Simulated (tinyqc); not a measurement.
Photoconductance decay in a wafer: bulk and surface recombination modes, and iron detection by pair splitting: one step, computed by the program tinyqc. Command: `OMP_NUM_THREADS=1 python tinyqc.py 3112257 3112258 out.jsonl pcd walk`. One thread of a shared host (Intel(R) Xeon(R) Processor @ 2.30GHz), about 0.01 s of CPU time with the checks.

Both faces of the wafer have the same S; injection is low and all coefficients are constant. x runs from -W/2 to W/2.

Problem. Effective lifetime. Even modes cos(a x) obey b tan b = S W/(2 D) with b = a W/2, odd modes sin(a x) obey -b cot b = S W/(2 D); each decays at the rate 1/tau_b + D a^2. tau_eff is the decay time of the first mode. The surface time is 1/(D a^2) of that mode; shortcuts for it are W/(2 S), W^2/(pi^2 D) and their sum, whose error is sum/surface time - 1.

Inputs (values chosen for the exercise, modelled on p-type silicon):

| quantity | value | unit |
|---|---|---|
| thickness W | 775 | micrometre |
| diffusivity D | 33.8 | cm^2/s |
| bulk lifetime tau_b without iron | 9.2 | microsecond |
| surface recombination velocity S | 92 | cm/s |

Give: tau_eff; surface time; W/(2 S); W^2/(pi^2 D); error of the sum; tau_eff/tau_b.

Solution.

tau_eff = 9.0099 microsecond

surface time = 436.11 microsecond

W/(2 S) = 421.20 microsecond

W^2/(pi^2 D) = 18.005 microsecond

error of the sum = 0.70966 %

tau_eff/tau_b = 0.97934

The surfaces are slow against diffusion, so W/(2 S) is the larger part. tau_eff is within 2.1 % of tau_b.
